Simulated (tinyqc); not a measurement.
Worked calculation: MP2 on RHF in the sto-3g basis, for H4, spin multiplicity 1. One step of it, computed by the program tinyqc.

Problem. Iteration 8 (converged): orbitals. Diagonalise F' = X^T F X, C = X C', fill 2 alpha and 2 beta electrons from the bottom; D = 2 C_occ C_occ^T. Each column has its largest component positive (the first on a tie).

converged F (hartree), lower triangle:
```
           1H 1s      2H 1s      3H 1s      4H 1s
1H 1s  -0.268329
2H 1s  -0.501341  -0.317837
3H 1s  -0.110009  -0.284304  -0.318220
4H 1s  -0.004698  -0.110168  -0.501788  -0.268728
```

X:
```
               1          2          3         4
1H 1s   0.684872   0.760477   0.513691  0.316245
2H 1s  -1.000546  -0.576657   0.351979  0.417710
3H 1s   1.002566  -0.574444  -0.351451  0.418045
4H 1s  -0.687392   0.759221  -0.513115  0.316801
```

Give: F' = X^T F X; orbital energies; coefficients C; D after iteration 8.

Solution.

F' = X^T F X (hartree), lower triangle:
```
       1       2       3       4
1  0.760
2  0.000   0.355
3  0.052   0.000  -0.430
4  0.000  -0.007   0.000  -0.589
```

orbital energies (hartree): MO1 -0.589, MO2 -0.432, MO3 0.355, MO4 0.762

coefficients C:
```
         MO1     MO2     MO3     MO4
1H 1s  0.322   0.484   0.758   0.707
2H 1s  0.413   0.395  -0.579  -0.985
3H 1s  0.414  -0.394  -0.578   0.986
4H 1s  0.323  -0.483   0.757  -0.709
```

D after iteration 8, lower triangle:
```
        1H 1s   2H 1s  3H 1s  4H 1s
1H 1s   0.675
2H 1s   0.648   0.653
3H 1s  -0.115   0.030  0.653
4H 1s  -0.259  -0.115  0.648  0.675
```
